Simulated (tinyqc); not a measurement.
## Resonant-tunnelling diode, transfer matrices and Tsu-Esaki current: resonance against bias

Emitter (band edge 0), barrier d1, well Lw, barrier d2, spacer ds, collector (edge -V). The bias drops linearly over these layers and none in the contacts; each layer is cut into ns equal slices, flat at the value of their centres. E is the energy of motion across the layers, C = hbar^2/(2 m0), psi and psi'/m are continuous. Transport is coherent, T(E) is taken as independent of the transverse momentum, and charge in the well is ignored.

For the pair (psi, psi'/m) a flat layer has M = [[cos kd, (m/k) sin kd], [-(k/m) sin kd, cos kd]] with k = sqrt(m (E - U)/C) above its edge U, and M = [[cosh Kd, (m/K) sinh Kd], [(K/m) sinh Kd, cosh Kd]] with K = sqrt(m (U - E)/C) below it. Later slices stand to the left. With M acting on (psi, psi'/m) and v = k/m in each lead, T(E) = 4 vL vR/[(vL vR M12 - M21)^2 + (vR M11 + vL M22)^2]. J = J0 times the integral over E > 0 of T(E) N(E), N = ln[(1 + exp((Ef - E)/Vt))/(1 + exp((Ef - V - E)/Vt))], J0 = q^2 mw m0 kB T/(2 pi^2 hbar^3) (times 1e-4 for A/cm^2 per eV). The integral is converged to the digits shown. The resonance is the first maximum of T(E) for E > 0, G its full width at half maximum. For a sharp resonance J = J0 (pi G/2) Tp N(Er), with Er the peak energy, Tp the peak transmission and G the full width at half maximum (in eV).

Values chosen for this exercise; masses and offsets of a made-up heterostructure: temperature T = 300 K; mass in the well, spacer and contacts mw = 0.22 m0; barrier height U1 = 1.2 eV; barrier mass m1 = 0.36 m0; emitter barrier d1 = 0.8 nm; well width Lw = 1.3 nm; collector barrier d2 = 1.1 nm; slices in each layer ns = 4; undoped spacer after the collector barrier ds = 1.8 nm; Fermi energy of both contacts above their band edges Ef = 0.2 eV.

Constants: q = 1.602176634e-19 C, kB = 1.380649e-23 J/K, hbar = 1.054571817e-34 J s, m0 = 9.1093837015e-31 kg, Vt = kB T/q, hbar^2/(2 m0) = 0.0380998212 eV nm^2. Results are converted to the units shown.

Result of one run:

| Er (eV) | Tp | G (meV) | J (kA/cm^2) | one-resonance J (kA/cm^2) |
|---|---|---|---|---|
| 0.04206 | 0.8872 | 2.908 | 2250 | 2280 |

Which bias of the collector V gave this result: 0.115, 0.258, 0.401 or 0.973 V?

V = 0.973 V.

The whole series:

| V (V) | Er (eV) | Tp | G (meV) | J (kA/cm^2) | one-resonance J (kA/cm^2) |
|---|---|---|---|---|---|
| 0.115 | 0.2985 | 0.6008 | 4.551 | 9.585 | 8.548 |
| 0.258 | 0.2565 | 0.7132 | 4.220 | 48.52 | 46.30 |
| 0.401 | 0.2142 | 0.8235 | 3.923 | 213.3 | 212.6 |
| 0.544 | 0.1717 | 0.9196 | 3.655 | 662.1 | 672.8 |
| 0.687 | 0.1288 | 0.9853 | 3.409 | 1344 | 1368 |
| 0.83 | 0.08557 | 0.9942 | 3.173 | 1993 | 2024 |
| 0.973 | 0.04206 | 0.8872 | 2.908 | 2250 | 2280 |

Er falls from 0.299 to 0.0421 eV, by 0.299 eV a volt, against the share 0.290 of the bias at the centre of the well. Tp goes from 0.601 through a maximum of 0.994 (at V = 0.83 V among the rows listed) to 0.887: the bias lowers the thicker collector barrier towards a match with the emitter barrier. The one-resonance current is 11 % below the full integral in the first row and 1.3 % above it in the last. In 5 of the 7 rows the bias alone exceeds 0.4 V, so electrons enter the collector far above its band edge, where real bands are no longer parabolic.

tinyqc, about 0.3 s, one thread, Intel Xeon 2.30GHz (shared host): `OMP_NUM_THREADS=1 python tinyqc.py 2600151 2600152 out.jsonl`
